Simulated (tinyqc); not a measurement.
Electron mobility in a silicon inversion layer, empirical terms and Matthiessen rule: effect of the temperature.

Inversion layer of sheet density Ns on a uniformly doped body, under a high-permittivity gate with an interlayer. The mobility terms are empirical power laws with prefactors chosen for the exercise; adding their inverses (Matthiessen) is itself an approximation.

Nc and Nv are given at 400 K and scale as (T/400 K)^1.5; Eg is fixed. ni = sqrt(Nc Nv) exp(-Eg/(2 Vt)), Eg in volts; Ndep = sqrt(2 eps0 eps_r Nb (2 Vt ln(Nb/ni) + Vsb)/q); E = q (Ndep + eta Ns)/(eps0 eps_r), in MV/cm. With t = T/(300 K): muC = Ac (Ns/1e12 cm^-2) t/(Nb/1e17 cm^-3 + Nit/1e11 cm^-2), muP = Ap E^(-1/3) t^(-1.75), muS = As E^(-gs), muR = Ar exp(2 ti/lr)/t; 1/mu is the sum of the inverses.

Inputs (values chosen for the exercise); material values close to those of silicon: band gap Eg = 1.12 eV; relative permittivity of the semiconductor eps_r = 11.8; conduction-band density of states at the reference temperature Nc = 4.34e19 cm^-3; valence-band density of states at the reference temperature Nv = 4e19 cm^-3; body doping Nb = 2.8e18 cm^-3; reverse body bias Vsb = 1 V; weight of the inversion charge in the effective field eta = 0.5; phonon-limited mobility at 1 MV/cm and 300 K Ap = 462 cm^2/(V s); roughness-limited mobility at 1 MV/cm As = 879 cm^2/(V s); exponent of the roughness term gs = 2; Coulomb prefactor Ac = 3200 cm^2/(V s); charge at the interface Nit = 1.4e12 cm^-2; remote-phonon mobility without interlayer Ar = 240 cm^2/(V s); interlayer thickness ti = 1.2 nm; decay length of remote phonons lr = 0.8 nm; inversion density Ns = 2.8e12 cm^-2.

Constants: q = 1.602176634e-19 C, kB = 1.380649e-23 J/K, Vt = kB T/q, eps0 = 8.8541878128e-14 F/cm where lengths are in cm. Results are converted to the units shown.

Result of one run:
```
T (K)  E (MV/cm)  muC (cm^2/(V s))  muP (cm^2/(V s))  muS (cm^2/(V s))  muR (cm^2/(V s))  mu (cm^2/(V s))
200       1.5456            142.22            812.39            367.94            7230.8           89.942
```

What becomes of these results when the temperature T is changed from 200 to 300 K, all else the same?

Result of the changed run:
```
T (K)  E (MV/cm)  muC (cm^2/(V s))  muP (cm^2/(V s))  muS (cm^2/(V s))  muR (cm^2/(V s))  mu (cm^2/(V s))
300       1.5261            213.33            401.28            377.41            4820.5           99.635
```

The whole series:
```
T (K)  E (MV/cm)  muC (cm^2/(V s))  muP (cm^2/(V s))  muS (cm^2/(V s))  muR (cm^2/(V s))  mu (cm^2/(V s))
120       1.5581            85.333            1980.8            362.09             12051           66.364
160       1.5523            113.78            1198.8            364.79            9038.5           80.159
200       1.5456            142.22            812.39            367.94            7230.8           89.942
250       1.5363            177.78            550.87            372.41            5784.6           97.102
300       1.5261            213.33            401.28            377.41            4820.5           99.635
350       1.5151            248.89            307.14            382.92            4131.9           98.744
400       1.5034            284.44            243.77            388.92            3615.4           95.550
450       1.4910            320.00            198.91            395.40            3213.7           90.970
```

As T goes from 120 to 450 K, E falls from 1.56 to 1.49 MV/cm and mu goes from 66.4 through a maximum of 99.6 (at T = 300 K among the rows listed) to 91.0 cm^2/(V s). The smallest term is the Coulomb one in the first row and the phonon one in the last. Coulomb scattering weakens and phonon scattering grows with T, hence the maximum. For T = 120 to 400 K E passes 1.5 MV/cm, beyond the usual range of such laws. For T = 120 to 160 K dopant freeze-out and degenerate screening, left out here, matter.

tinyqc, about 0.01 s, one thread, Intel Xeon 2.30GHz (shared host): `OMP_NUM_THREADS=1 python tinyqc.py 2510131 2510132 out.jsonl`
